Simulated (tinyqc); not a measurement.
Worked calculation: Hubbard ring of 4 sites. Computed by tinyqc, a small Python program that keeps every step. Settings: hopping = 1.22, U = 6.6, mixing = 0.5, iteration cap = 70. Command: `OMP_NUM_THREADS=1 python tinyqc.py 27052 27053 out.jsonl` (the two numbers bound the seeds that draw the settings). One thread of a shared host (Intel(R) Xeon(R) Processor @ 2.60GHz), about 0.3 s of CPU time with the checks. Later iterations appear only in the table of the cycle.

## Mean-field iteration 1

one-body matrix (hopping and site energies) (eV), lower triangle:
```
           1          2          3         4
1   0.000000
2  -1.220000   0.000000
3   0.000000  -1.220000   0.000000
4  -1.220000   0.000000  -1.220000  0.000000
```

U = 6.600000 eV

electrons, up and down: 1  1

mixing = 0.500000

n(up) at the start (a guess, not normalised): 1 0.250000, 2 0.250000, 3 0.250000, 4 0.250000

n(down) at the start (a guess): 1 0.250000, 2 0.250000, 3 0.250000, 4 0.250000

H(up) = T + U n(down), H(down) = T + U n(up); fill the lowest levels; n(new) = n + mixing (n(out) - n); E = tr T (rho up + rho down) + U sum n_up n_down of the output.

levels, up (eV): -0.790000  1.650000  1.650000  4.090000

levels, down (eV): -0.790000  1.650000  1.650000  4.090000

energy = -3.230000 eV

n(up) after iteration 1: 1 0.250000, 2 0.250000, 3 0.250000, 4 0.250000

n(down) after iteration 1: 1 0.250000, 2 0.250000, 3 0.250000, 4 0.250000

## Convergence

Each step fills the lowest levels of T + U n(other spin) and sets n(new) = n + mixing (n(out) - n); stop when output and input agree to 1e-8.

Course of the cycle:
```
iteration       E (eV)  largest |n(out) - n(in)|  mean |n_up - n_down|
1          -3.23000000                  3.33e-16              0.000000
```

local moments n_up - n_down: 1 0.000000, 2 0.000000, 3 0.000000, 4 0.000000

Converged in 1 iterations. But random starts reach -3.34206 eV, so this is another stationary point, not the lowest one. Reruns (cap 100 unless said): mixing 0.2: converged in 1 to a higher stationary point (E = -3.23000); mixing 0.9: converged in 1 to a higher stationary point (E = -3.23000). Before convergence this energy mixes input and output and is not variational, so it may rise towards its limit.

## The many-body Hamiltonian

Basis: all placements (u, d, 2, 0 on each site), up operators ordered before down ones; hops carry the sign of the same-spin electrons passed.

H (eV), lower triangle:
```
           2000       ud00       u0d0       u00d       du00       0200       0ud0       0u0d
2000   6.600000
ud00  -1.220000   0.000000
u0d0   0.000000  -1.220000   0.000000
u00d  -1.220000   0.000000  -1.220000   0.000000
du00  -1.220000   0.000000   0.000000   0.000000   0.000000
0200   0.000000  -1.220000   0.000000   0.000000  -1.220000   6.600000
0ud0   0.000000   0.000000  -1.220000   0.000000   0.000000  -1.220000   0.000000
0u0d   0.000000   0.000000   0.000000  -1.220000  -1.220000   0.000000  -1.220000   0.000000
d0u0   0.000000   0.000000   0.000000   0.000000  -1.220000   0.000000   0.000000   0.000000
0du0   0.000000   0.000000   0.000000   0.000000   0.000000  -1.220000   0.000000   0.000000
0020   0.000000   0.000000   0.000000   0.000000   0.000000   0.000000  -1.220000   0.000000
00ud   0.000000   0.000000   0.000000   0.000000   0.000000   0.000000   0.000000  -1.220000
d00u  -1.220000   0.000000   0.000000   0.000000   0.000000   0.000000   0.000000   0.000000
0d0u   0.000000  -1.220000   0.000000   0.000000   0.000000   0.000000   0.000000   0.000000
00du   0.000000   0.000000  -1.220000   0.000000   0.000000   0.000000   0.000000   0.000000
0002   0.000000   0.000000   0.000000  -1.220000   0.000000   0.000000   0.000000   0.000000

           d0u0       0du0       0020       00ud       d00u       0d0u       00du      0002
d0u0   0.000000
0du0  -1.220000   0.000000
0020   0.000000  -1.220000   6.600000
00ud  -1.220000   0.000000  -1.220000   0.000000
d00u  -1.220000   0.000000   0.000000   0.000000   0.000000
0d0u   0.000000  -1.220000   0.000000   0.000000  -1.220000   0.000000
00du   0.000000   0.000000  -1.220000   0.000000   0.000000  -1.220000   0.000000
0002   0.000000   0.000000   0.000000  -1.220000  -1.220000   0.000000  -1.220000  6.600000
```

## Exact diagonalisation (16 states)

Lowest levels of the sector, and the double occupancy of the lowest state.

lowest levels (eV): -4.054424  -2.440000  -2.440000  -0.804096  -0.804096  0.000000

double occupancy per site = 0.014336

The mean-field solution above lies 0.8244 eV above the exact energy.

## The lowest level by Lanczos steps

From a random start vector (not printed): a_j = <q_j|H|q_j>, b_j = norm of the remainder after orthogonalising; the Ritz value is the lowest eigenvalue of the tridiagonal matrix of a and b so far.

Lanczos:
```
j   a_j (eV)  b_j (eV)  lowest Ritz value (eV)
1  -2.527609  2.844510             -2.52760906
2   3.246925  3.364030             -3.69343299
3   2.300494  1.688218             -4.00891772
4   1.707341  2.819940             -4.03985786
5   2.827152  3.751845             -4.04847236
6   2.435844  0.813018             -4.05424315
7   4.191907  4.406569             -4.05436420
8   3.258435  0.534391             -4.05442348
9   2.359511         0             -4.05442402
```
